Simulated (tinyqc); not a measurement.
X-ray photoelectron analysis of a thin oxide on a semiconductor: attenuation lengths, thickness, angle series and band offsets: one step, computed by the program tinyqc. Command: `OMP_NUM_THREADS=1 python tinyqc.py 3110292 3110293 out.jsonl xps walk`. One thread of a shared host (Intel(R) Xeon(R) Processor @ 2.30GHz), about 0.01 s of CPU time with the checks.

The same element is seen in the oxide and in the substrate, at nearly the same kinetic energy; films are flat and uniform, and the work function is ignored.

Task: Peak ratio. R_0 = (rho_o/M_o) L_o/((rho_s/M_s) L_s); peak ratio R = I_ox/I_sub = R_0 [exp(d/(L_o cos theta)) - 1]; hence d = L_o cos theta ln(1 + R/R_0). A carbon layer weakens both peaks alike, by exp(-d_C/(L_o cos theta)) if its L is taken equal to L_o. This R_0 leaves out intrinsic losses from the substrate peak, so calibrated values can be larger.

Inputs (values chosen for the exercise, modelled on SiO2 on 4H-SiC):
```
quantity                        value     unit
oxide density                    2.26   g/cm^3
oxide formula mass              60.08    g/mol
substrate density                3.21   g/cm^3
substrate formula mass           40.1    g/mol
oxide thickness d                0.62       nm
emission angle from the normal     60  degrees
carbon overlayer                 0.36       nm
```

L in the oxide = 2.925411 nm

L in the substrate = 2.199324 nm

Give: R_0; d/(L_o cos theta); ratio R; oxide share of the counts; attenuation by carbon; depth 3 L_o cos theta.

Result:

R_0 = 0.6251

d/(L_o cos theta) = 0.4239

ratio R = 0.3299

oxide share of the counts = 0.2481

attenuation by carbon = 0.7818

depth 3 L_o cos theta = 4.388 nm

Caution: beyond about 60 degrees elastic scattering and roughness make a single attenuation length unreliable.
